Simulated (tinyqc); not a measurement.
# Well width and field from level and shift

Inverse problem. An infinitely deep well has E_1(0) = C (pi/L)^2/m1, C = hbar^2/(2 m0), and in a field F (potential zero at the centre of the well) the second-order term of the shift is -m1 F^2 L^4 (15 - pi^2)/(48 C pi^4); higher orders are set aside. Find L and F.

Inputs (values chosen for the exercise):
```
symbol  value  unit  meaning
m1       0.38    m0     mass
```

Constants: q = 1.602176634e-19 C, hbar = 1.054571817e-34 J s, m0 = 9.1093837015e-31 kg, hbar^2/(2 m0) = 0.0380998212 eV nm^2. Results are converted to the units shown.

E_1(0) = 0.0066484350 eV
second-order shift of level 1 = -0.87522016 meV

Answer. The level gives L, and the shift then gives F^2.

L = 12.2 nm
F = 0.00190 V/nm

tinyqc, about 0.02 s, one thread, Intel Xeon 2.30GHz (shared host): `OMP_NUM_THREADS=1 python tinyqc.py 2580003 2580004 out.jsonl`
